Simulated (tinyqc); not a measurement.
One rectangular barrier with mass mismatch, transfer matrices: one step of the calculation.

One electron of energy E comes from the left lead (band edge 0); no transverse momentum. Parabolic bands, masses in units of m0, C = hbar^2/(2 m0); psi and psi'/m are continuous at every interface. The right lead equals the left one.

Problem. Matrices of the layers. For the pair (psi, psi'/m) a flat layer has M = [[cos kd, (m/k) sin kd], [-(k/m) sin kd, cos kd]] with k = sqrt(m (E - U)/C) above its edge U, and M = [[cosh Kd, (m/K) sinh Kd], [(K/m) sinh Kd, cosh Kd]] with K = sqrt(m (U - E)/C) below it. M12 is in nm, M21 in 1/nm.

Values chosen for this exercise; masses and offsets close to those of GaAs wells and AlGaAs barriers:
```
symbol  value  unit          meaning
U1       0.25    eV   barrier height
m1      0.093    m0     barrier mass
d1        3.8    nm    barrier width
E       0.369    eV  electron energy
```

Constants: q = 1.602176634e-19 C, hbar = 1.054571817e-34 J s, m0 = 9.1093837015e-31 kg, hbar^2/(2 m0) = 0.0380998212 eV nm^2. Results are converted to the units shown.

Give: M of layer 1.

Solution.

M of layer 1:
```
          1         2
1  -0.45933   0.15328
2   -5.1477  -0.45933
```

Computed by the program tinyqc: `OMP_NUM_THREADS=1 python tinyqc.py 2560003 2560004 out.jsonl`, one thread of a shared Intel Xeon 2.30GHz, about 0.01 s for the whole run.
